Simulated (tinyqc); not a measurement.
# Reverse leakage of an n+-p junction: diffusion, generation, trap-assisted and band-to-band tunnelling, step by step

Computed by the program tinyqc: `OMP_NUM_THREADS=1 python tinyqc.py 2290101 2290102 out.jsonl`, one thread of a shared Intel Xeon 2.30GHz, about 0.01 s for the whole run. Printed values are rounded; ~0 in a residual or rate marks an entry under 1e-11 of the largest of its column.

One-sided abrupt junction in the depletion approximation, x from the junction (0) to W on the p side, field F = F0 (1 - x/W). Flat quasi-Fermi levels, long p side. Traps generate through SRH with both lifetimes shortened by 1 + Gamma (Hurkx enhancement, form for moderate fields); band-to-band generation is local and needs a total bending above Eg.

Values chosen for this exercise; band and dielectric values close to those of silicon: temperature T = 350 K; band gap Eg = 1.1 eV; relative permittivity eps_r = 11.8; conduction-band density of states at T Nc = 3.48e19 cm^-3; valence-band density of states at T Nv = 3.34e19 cm^-3; acceptor density of the lighter side Na = 2.4e17 cm^-3; donor density of the heavier side Nd = 1e19 cm^-3; SRH lifetime of both carriers at zero field tau = 2e-9 s; trap level above the intrinsic level Et = 0 eV; tunnelling mass mt = 0.27 m0; electron diffusion coefficient on the lighter side Dn = 16 cm^2/s; band-to-band prefactor Ab = 3.7e14 cm^-0.5 V^-2.5 s^-1; band-to-band field constant Bb = 1.76e7 V/cm; reverse bias VR = 2.8 V.

Constants: q = 1.602176634e-19 C, kB = 1.380649e-23 J/K, hbar = 1.054571817e-34 J s, m0 = 9.1093837015e-31 kg, Vt = kB T/q, eps0 = 8.8541878128e-14 F/cm where lengths are in cm. Results are converted to the units shown.

## Field, scales and diffusion current

ni = sqrt(Nc Nv) exp(-Eg/(2 Vt)), Eg in volts; Vbi = Vt ln(Na Nd/ni^2); W = sqrt(2 eps0 eps_r (Vbi + VR)/(q Na)); F0 = 2 (Vbi + VR)/W; FG = sqrt(24 mt m0 (kB T)^3)/(q hbar); J_diff = q ni^2 sqrt(Dn/tau)(1 - exp(-VR/Vt))/Na.

ni = 4.10215e11 cm^-3
Vbi = 0.913526 V
W = 142.057 nm
F0 = 522.822 kV/cm
FG = 483.028 kV/cm
J_diff = 1.00477e-8 A/cm^2

## Generation rates across the layer

u = (Vbi + VR)(1 - x/W)^2, p = Na exp(-u/Vt), n = Nd exp((u - Vbi - VR)/Vt); G0 = ni^2 (1 - exp(-VR/Vt))/(tau (n + p + 2 ni cosh(Et/Vt))); Gamma = 2 sqrt(3 pi)(F/FG) exp((F/FG)^2); trap-assisted part G0 Gamma; G_bb = Ab F^2.5 exp(-Bb/F) with F in V/cm, zero unless Vbi + VR > Eg, and counted as zero under 1 cm^-3 s^-1. 14 equal steps.

| point | x (nm) | F (kV/cm) | Gamma | G0 (cm^-3 s^-1) | G0 Gamma (cm^-3 s^-1) | G_bb (cm^-3 s^-1) |
|---|---|---|---|---|---|---|
| 0 | 0.000 | 522.822 | 21.4460 | 8.41381e12 | 1.80443e14 | 1.75478e14 |
| 1 | 10.147 | 485.477 | 16.9462 | 6.72643e19 | 1.13987e21 | 1.09435e13 |
| 2 | 20.294 | 448.133 | 13.4714 | 1.02554e20 | 1.38154e21 | 4.36728e11 |
| 3 | 30.441 | 410.789 | 10.7626 | 1.02554e20 | 1.10374e21 | 9.88890e9 |
| 4 | 40.588 | 373.444 | 8.62999 | 1.02554e20 | 8.85038e20 | 1.07388e8 |
| 5 | 50.735 | 336.100 | 6.93315 | 1.02554e20 | 7.11020e20 | 4.38896e5 |
| 6 | 60.882 | 298.755 | 5.56734 | 1.02554e20 | 5.70951e20 | ~0 |
| 7 | 71.029 | 261.411 | 4.45366 | 1.02554e20 | 4.56739e20 | 0 |
| 8 | 81.175 | 224.066 | 3.53202 | 1.02549e20 | 3.62206e20 | 0 |
| 9 | 91.322 | 186.722 | 2.75605 | 9.82100e19 | 2.70671e20 | 0 |
| 10 | 101.469 | 149.378 | 2.08936 | 7.52939e18 | 1.57316e19 | 0 |
| 11 | 111.616 | 112.033 | 1.50281 | 9.99365e16 | 1.50185e17 | 0 |
| 12 | 121.763 | 74.689 | 0.972372 | 4.32551e15 | 4.20600e15 | 0 |
| 13 | 131.910 | 37.344 | 0.477545 | 6.57048e14 | 3.13770e14 | 0 |
| 14 | 142.057 | 0.000 | 0 | 3.50574e14 | 0 | 0 |

## Current components

Each current is q times the trapezoid sum of its rate; J adds J_diff; J_bb under 1e-8 of the sum is given as 0.

J_SRH = 1.44848e-4 A/cm^2
J_TAT = 0.00112137 A/cm^2
J_bb = 1.61156e-11 A/cm^2
J = 0.00126622 A/cm^2

A fine grid gives J = 0.001226 A/cm^2; the coarse sum is 3.3 % above it. On the fine grid the largest part is trap-assisted tunnelling (88.3 %). The simple estimate q ni W/(2 tau cosh(Et/Vt)) is 63 % above the fine-grid J_SRH of 1.430e-4 A/cm^2, since near both edges n or p is large enough to quench generation.
